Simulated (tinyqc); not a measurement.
Plane-wave Kohn-Sham cycle with exchange-only LDA in a layered model solid, step by step. Computed by tinyqc, a small Python program that keeps every step. Settings: points = 16, plane-wave index or count = 3, electrons = 2, k points = 3, area = 31.0, mixing = 0.1, iteration cap = 74. Command: `OMP_NUM_THREADS=1 python tinyqc.py 20402 20403 out.jsonl` (the two numbers bound the seeds that draw the settings). One thread of a shared host (Intel(R) Xeon(R) Processor @ 2.60GHz), about 0.03 s of CPU time with the checks. Later iterations appear only in the table of the cycle.

## Iteration 1: potential

A solid whose potential varies along x alone (atomic units):

| parameter | value |
|---|---|
| period a | 8.200000 |
| cross-section of the cell | 31.000000 |
| electrons per cell | 2 |
| grid points | 16 |
| plane waves -n..n, n | 3 |
| k points | 3 |
| V1 in V1 cos(2 pi x/a) | -0.530000 |

density at the start, on the grid x_j = j a/N (e/bohr^3): 0.007868  0.007868  0.007868  0.007868  0.007868  0.007868  0.007868  0.007868  0.007868  0.007868  0.007868  0.007868  0.007868  0.007868  0.007868  0.007868

V_H(G) = 4 pi rho(G)/G^2 for G != 0 (uniform background); v_x = -(3 rho/pi)^(1/3); V = V_ext + V_H + v_x; Fourier components f(G_m) = (1/N) sum_j f(x_j) exp(-i G_m x_j).

Potentials on the grid (hartree):

| x | V_ext | V_H | v_x | V |
|---|---|---|---|---|
| 0.0000 | -0.5300 | 0.0000 | -0.1959 | -0.7259 |
| 0.5125 | -0.4897 | 0.0000 | -0.1959 | -0.6855 |
| 1.0250 | -0.3748 | 0.0000 | -0.1959 | -0.5706 |
| 1.5375 | -0.2028 | 0.0000 | -0.1959 | -0.3987 |
| 2.0500 | 0 | 0.0000 | -0.1959 | -0.1959 |
| 2.5625 | 0.2028 | 0.0000 | -0.1959 | 0.0070 |
| 3.0750 | 0.3748 | 0.0000 | -0.1959 | 0.1789 |
| 3.5875 | 0.4897 | 0.0000 | -0.1959 | 0.2938 |
| 4.1000 | 0.5300 | 0.0000 | -0.1959 | 0.3341 |
| 4.6125 | 0.4897 | 0.0000 | -0.1959 | 0.2938 |
| 5.1250 | 0.3748 | 0.0000 | -0.1959 | 0.1789 |
| 5.6375 | 0.2028 | 0.0000 | -0.1959 | 0.0070 |
| 6.1500 | 0 | 0.0000 | -0.1959 | -0.1959 |
| 6.6625 | -0.2028 | 0.0000 | -0.1959 | -0.3987 |
| 7.1750 | -0.3748 | 0.0000 | -0.1959 | -0.5706 |
| 7.6875 | -0.4897 | 0.0000 | -0.1959 | -0.6855 |

V(G_m), m = 0, 1, 2, ... (hartree): -0.1959  -0.2650  0.0000  0.0000  0.0000  0.0000  0.0000

## Iteration 1: Hamiltonian at one k

k = 0.0000 2 pi / a

H(m,m') = (k + G_m)^2/2 delta + V(G_m - G_m'), with V(-G) = V(G).

H (hartree):
```
         -3       -2       -1       +0       +1       +2       +3
-3   2.4462  -0.2650   0.0000   0.0000   0.0000   0.0000   0.0000
-2  -0.2650   0.9784  -0.2650   0.0000   0.0000   0.0000   0.0000
-1   0.0000  -0.2650   0.0977  -0.2650   0.0000   0.0000   0.0000
+0   0.0000   0.0000  -0.2650  -0.1959  -0.2650   0.0000   0.0000
+1   0.0000   0.0000   0.0000  -0.2650   0.0977  -0.2650   0.0000
+2   0.0000   0.0000   0.0000   0.0000  -0.2650   0.9784  -0.2650
+3   0.0000   0.0000   0.0000   0.0000   0.0000  -0.2650   2.4462
```

## Iteration 1: levels at that k

Diagonalise the Hermitian matrix.

eigenvalues (hartree): -0.4679  0.0220  0.2842  1.0068  1.0167  2.4935  2.4935

## Iteration 1: new density

Motion across x is left out: the lowest 1 band(s) hold two electrons at each of the k points (j + 1/2)/nk - 1/2. Residual R = rho(out) - rho(in); rho(new) = rho(in) + 0.1 R. rho(out) = 2/(a A nk) sum |psi|^2 with psi = sum c exp(i G x). Harris energy E = band energy - dV sum rho (V_H/2 + v_x) + (3/4) dV sum rho v_x with rho(in), dV = a A/N, band energy = (2/nk) sum of the filled levels.

rho(out) (e/bohr^3): 0.025589  0.022371  0.015010  0.007839  0.003280  0.001151  0.000359  0.000109  0.000055  0.000109  0.000359  0.001151  0.003280  0.007839  0.015010  0.022371

density after iteration 1 (e/bohr^3): 0.009640  0.009318  0.008582  0.007865  0.007409  0.007196  0.007117  0.007092  0.007087  0.007092  0.007117  0.007196  0.007409  0.007865  0.008582  0.009318

energy per cell = -0.835767 hartree

## Iteration 2: potential

As before.

Potentials on the grid (hartree):

| x | V_ext | V_H | v_x | V |
|---|---|---|---|---|
| 0.0000 | -0.5300 | 0.0276 | -0.2096 | -0.7120 |
| 0.5125 | -0.4897 | 0.0248 | -0.2072 | -0.6721 |
| 1.0250 | -0.3748 | 0.0173 | -0.2016 | -0.5591 |
| 1.5375 | -0.2028 | 0.0074 | -0.1958 | -0.3912 |
| 2.0500 | 0 | -0.0025 | -0.1920 | -0.1945 |
| 2.5625 | 0.2028 | -0.0110 | -0.1901 | 0.0017 |
| 3.0750 | 0.3748 | -0.0173 | -0.1894 | 0.1680 |
| 3.5875 | 0.4897 | -0.0212 | -0.1892 | 0.2793 |
| 4.1000 | 0.5300 | -0.0225 | -0.1891 | 0.3184 |
| 4.6125 | 0.4897 | -0.0212 | -0.1892 | 0.2793 |
| 5.1250 | 0.3748 | -0.0173 | -0.1894 | 0.1680 |
| 5.6375 | 0.2028 | -0.0110 | -0.1901 | 0.0017 |
| 6.1500 | 0 | -0.0025 | -0.1920 | -0.1945 |
| 6.6625 | -0.2028 | 0.0074 | -0.1958 | -0.3912 |
| 7.1750 | -0.3748 | 0.0173 | -0.2016 | -0.5591 |
| 7.6875 | -0.4897 | 0.0248 | -0.2072 | -0.6721 |

V(G_m), m = 0, 1, 2, ... (hartree): -0.1956  -0.2573  -0.0006  -0.0003  0.0000  0.0000  0.0000

## Iteration 2: Hamiltonian at one k

k = 0.0000 2 pi / a

As before.

H (hartree):
```
         -3       -2       -1       +0       +1       +2       +3
-3   2.4465  -0.2573  -0.0006  -0.0003   0.0000   0.0000   0.0000
-2  -0.2573   0.9787  -0.2573  -0.0006  -0.0003   0.0000   0.0000
-1  -0.0006  -0.2573   0.0980  -0.2573  -0.0006  -0.0003   0.0000
+0  -0.0003  -0.0006  -0.2573  -0.1956  -0.2573  -0.0006  -0.0003
+1   0.0000  -0.0003  -0.0006  -0.2573   0.0980  -0.2573  -0.0006
+2   0.0000   0.0000  -0.0003  -0.0006  -0.2573   0.9787  -0.2573
+3   0.0000   0.0000   0.0000  -0.0003  -0.0006  -0.2573   2.4465
```

## Iteration 2: levels at that k

As before.

eigenvalues (hartree): -0.4569  0.0270  0.2783  1.0056  1.0145  2.4911  2.4911

## Iteration 2: new density

As before.

rho(out) (e/bohr^3): 0.025417  0.022255  0.015003  0.007903  0.003349  0.001195  0.000380  0.000119  0.000061  0.000119  0.000380  0.001195  0.003349  0.007903  0.015003  0.022255

density after iteration 2 (e/bohr^3): 0.011218  0.010612  0.009224  0.007869  0.007003  0.006596  0.006443  0.006395  0.006384  0.006395  0.006443  0.006596  0.007003  0.007869  0.009224  0.010612

energy per cell = -0.815152 hartree

## Convergence

Stop when sqrt(dV sum R^2) is below 1e-8, dV = a A/N.

Course of the cycle:

| iteration | E (hartree) | norm of the residual |
|---|---|---|
| 1 | -0.835767 | 1.42e-01 |
| 2 | -0.815152 | 1.27e-01 |
| 3 | -0.798158 | 1.13e-01 |
| 4 | -0.784376 | 1.01e-01 |
| 5 | -0.773315 | 8.98e-02 |
| 6 | -0.764505 | 8.00e-02 |
| 7 | -0.757528 | 7.13e-02 |
| 8 | -0.752031 | 6.35e-02 |
| 9 | -0.747717 | 5.65e-02 |
| 10 | -0.744346 | 5.03e-02 |
| 11 | -0.741721 | 4.48e-02 |
| ... | ... | ... |
| 64 | -0.733237 | 1.22e-04 |
| 65 | -0.733237 | 1.10e-04 |
| 66 | -0.733237 | 9.93e-05 |
| 67 | -0.733237 | 8.95e-05 |
| 68 | -0.733237 | 8.06e-05 |
| 69 | -0.733237 | 7.26e-05 |
| 70 | -0.733237 | 6.55e-05 |
| 71 | -0.733237 | 5.90e-05 |
| 72 | -0.733237 | 5.32e-05 |
| 73 | -0.733237 | 4.80e-05 |
| 74 | -0.733237 | 4.33e-05 |

Not converged within 74 iterations: the residual falls steadily but slowly, by a factor of about 0.90 a step. Reruns (cap 100 unless said): mixing 0.5, Kerker q0 1.0: converged in 78 (E = -0.73324); mixing 0.3, Pulay depth 5: converged in 9 (E = -0.73324); the original settings with a cap of 400: converged in 158 (E = -0.73324).
